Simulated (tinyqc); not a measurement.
Inside a calculation. Model: shallow acceptor in the spherical model (Baldereschi-Lipari), strong spin-orbit limit. Computed by tinyqc, a small Python program that keeps every step. Command: `OMP_NUM_THREADS=1 python tinyqc.py 3017085 3017086 out.jsonl acceptor walk`. One thread of a shared host (Intel(R) Xeon(R) Processor @ 2.30GHz), about 0.01 s of CPU time with the checks. Intermediate numbers are printed to about 5 digits and carried at full precision; extremes and crossings named in words are read from the listed rows.

The 1S(3/2) state has an s envelope f(r) and a d envelope g(r). In effective units they obey -(f'' + 2f'/r + 2f/r) + mu (g'' + 5g'/r + 3g/r^2) = E f and -(g'' + 2g'/r - 6g/r^2 + 2g/r) + mu (f'' - f'/r) = E g. The cubic term, the split-off band and the central cell are left out.

Inputs (values chosen for the exercise, modelled on InP):

| quantity | value | unit |
|---|---|---|
| Luttinger gamma_1 | 5.04 | - |
| Luttinger gamma_2 | 1.6 | - |
| Luttinger gamma_3 | 2.11 | - |
| dielectric constant eps | 12.3 | - |
| spin-orbit gap Delta_so | 108 | meV |
| functions per channel n | 2 | - |
| smallest exponent zeta_1 | 1.1 | 1/a* |
| ratio beta of exponents | 2.4 | - |

Constants: Ry = 13.605693123 eV; a_0 = 0.529177210903 angstrom.

## Effective units and couplings

Ry* = Ry/(gamma_1 eps^2), a* = a_0 eps gamma_1, mu = (6 gamma_3 + 4 gamma_2)/(5 gamma_1), delta = (gamma_3 - gamma_2)/gamma_1; spherical masses 1/(gamma_1 (1 - mu)) (heavy) and 1/(gamma_1 (1 + mu)) (light).

Ry* = 17.843 meV

a* = 32.805 angstrom

mu = 0.75635

delta = 0.10119

heavy-hole mass = 0.81433 m_0

light-hole mass = 0.11297 m_0

## Matrices in a small basis

zeta_i = zeta_1 beta^(i-1), i = 1..n, in both channels. Basis: f_i = exp(-zeta_i r), g_i = r exp(-zeta_i r), weight r^2 dr, s = zeta_i + zeta_j. S_ff = 2/s^3, H_ff = zeta_i zeta_j S_ff - 2/s^2; S_gg = 24/s^5, H_gg = 8/s^3 + 24 zeta_i zeta_j/s^5 - 12/s^4; H(f_i, g_j) = mu (6 zeta_i^2/s^4 + 2 zeta_i/s^3); S_fg = 0. Each function is normalised by sqrt(S_ii).

H (Ry*), lower triangle (symmetric):
```
          f1      f2      g1       g2
f1     -0.99
f2  -0.63267  1.6896
g1    1.3210  2.9920  1.7233
g2    1.8065  7.6087  3.5801  13.6224
```

S, lower triangle (symmetric):
```
        f1      f2      g1      g2
f1  1.0000
f2  0.7568  1.0000
g1  0.0000  0.0000  1.0000
g2  0.0000  0.0000  0.6285  1.0000
```

## Lowest level in the small basis

H c = E S c with c^T S c = 1 and the largest component positive; the d weight is the part of the norm in g.

E = -2.1501 Ry*

coefficients: f1 0.08529, f2 0.79721, g1 -0.23727, g2 -0.32016

d weight = 0.25428

## Converged levels

Large basis: zeta_i = 0.08 x 1.55^(i-1), i = 1..20 in each channel; overlap eigenvalues below 1e-11 are dropped. Binding energies are -E Ry*; the mass that fits is E(1S) eps^2/Ry.

1S(3/2) binding in Ry* = 2.1902

1S(3/2) binding energy = 39.081 meV

2S(3/2) binding energy = 11.586 meV

d weight of 1S(3/2) = 0.26381

Hydrogenic mass that fits = 0.43457 m_0

The small basis recovers 98.2 % of the binding. The ratio 2S/1S is 0.296 against the hydrogenic 0.25. The fitted mass is 53 % of the heavy-hole mass. Caution: the binding exceeds a fifth of the spin-orbit gap Delta_so, so the split-off band, left out, matters.

## One mass for the acceptor?

Hydrogenic binding Ry m/eps^2; the density-of-states mass is (m_H^(3/2) + m_L^(3/2))^(2/3); errors are against the large basis.

1S binding energy:

| mass | value (m_0) | binding (meV) | error (%) |
|---|---|---|---|
| light hole | 0.11297 | 10.159 | -74.004 |
| 1/gamma_1 | 0.19841 | 17.843 | -54.343 |
| mean of heavy and light | 0.46365 | 41.697 | 6.692 |
| heavy hole | 0.81433 | 73.234 | 87.388 |
| density of states | 0.84215 | 75.735 | 93.789 |

The coupled result, 39.08 meV, lies between the 1/gamma_1 value (no coupling) and the heavy-hole value; the closest single rule here is "mean of heavy and light", off by +6.7 %.

## Binding against mu

The formulas are those given above.

1S(3/2):

| mu | binding (Ry*) | d weight | binding x (1 - mu) |
|---|---|---|---|
| 0.10 | 1.0091 | 0.00424 | 0.90817 |
| 0.23 | 1.0502 | 0.02256 | 0.80862 |
| 0.45 | 1.2276 | 0.08830 | 0.67516 |
| 0.50 | 1.2985 | 0.10979 | 0.64927 |
| 0.76 | 2.2173 | 0.26659 | 0.53216 |
| 0.80 | 2.5802 | 0.29828 | 0.51604 |
| 0.90 | 4.7683 | 0.38818 | 0.47683 |
| 0.95 | 9.1447 | 0.44002 | 0.45723 |

The binding grows from 1.009 to 9.14 Ry*, slowly at first (second order in mu), while the d weight rises to 0.44. The last column, the binding in units of the heavy-hole Rydberg, falls to 0.457, towards about 0.44 as mu tends to 1.

Checks made by the program: mu = 0 against hydrogen, 1 and 1/4 (relative difference 4e-06); the coupling element from the adjoint operator (relative difference below 1e-10).
